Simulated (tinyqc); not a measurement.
Pariser-Parr-Pople SCF with singles CI, for the molecule c1cnc2[nH]nnc2n1 (SMILES; centres numbered as the heavy atoms are written), step by step. One step of it, computed by the program tinyqc.

Problem. Singles CI, triplets. Over the 6 single excitations with the smallest orbital gaps: A = (e_a - e_i) delta - (ij|ab), with (pq|rs) = sum c_mp c_mq gamma_mn c_nr c_ns.

orbital energies (eV): -15.694806  -13.799024  -12.912452  -10.878329  -9.707413  -3.130949  -0.702193  0.151287  2.340850

coefficients:
```
         MO1        MO2        MO3        MO4        MO5        MO6        MO7        MO8
1C  0.117423   0.324593   0.244868  -0.152451  -0.425096  -0.363461   0.258571  -0.558825
2C  0.135784   0.371415  -0.121257   0.155950  -0.430563  -0.407675   0.068359   0.600038
3N  0.289358   0.516320  -0.466767   0.348939  -0.012353   0.387355  -0.269689  -0.163289
4C  0.360537   0.171006  -0.243463  -0.131852   0.464673  -0.099255   0.502674  -0.232056
5N  0.496199  -0.251780  -0.304696  -0.570426  -0.030972  -0.254777  -0.427968   0.054081
6N  0.490246  -0.438007   0.044161   0.137493  -0.435376   0.432787   0.403630   0.081129
7N  0.371541  -0.214615   0.335091   0.582900   0.123501  -0.330339  -0.371762  -0.234819
8C  0.284346   0.127905   0.297954   0.070611   0.460235  -0.111365   0.231968   0.421018
9N  0.220475   0.378416   0.593581  -0.352486  -0.015962   0.409952  -0.254881   0.072474

          MO9
1C   0.325108
2C  -0.297133
3N   0.245895
4C  -0.481463
5N   0.142179
6N   0.024453
7N  -0.214748
8C   0.594761
9N  -0.305082
```

repulsion gamma_rs (eV), lower triangle:
```
           1C         2C         3N         4C         5N         6N         7N         8C
1C  10.960000
2C   5.306011  10.960000
3N   3.855526   5.313242  11.030000
4C   3.500201   3.851371   5.314941  10.960000
5N   2.784146   3.016529   4.059326   6.019106  18.080000
6N   2.423428   2.423428   2.908410   4.028389   6.027220  11.030000
7N   2.828160   2.622906   2.941412   4.027296   4.423411   5.322804  11.030000
8C   3.851371   3.500201   3.856042   5.306011   4.420365   4.028389   5.313001  10.960000
9N   5.313242   3.855526   3.507405   3.856042   3.144497   2.908410   3.727126   5.314941

           9N
9N  11.030000
```

Give: triplet CI matrix; triplet excitation energies.

Solution.

triplet CI matrix (eV), lower triangle:
```
         5>6      4>6      5>7      3>6      5>8     4>7
5>6   1.9441
4>6   0.0140   3.0002
5>7   0.0891  -0.0014   4.1357
3>6   0.0095   0.1243  -0.1389   4.9930
5>8   0.0632  -0.2076   0.1039   0.1805   4.7396
4>7  -0.0014  -0.8468   0.0317  -1.1160  -0.0174  4.5517
```

triplet excitation energies (eV): 1.9387  2.5583  3.8459  4.1530  4.8063  6.0621
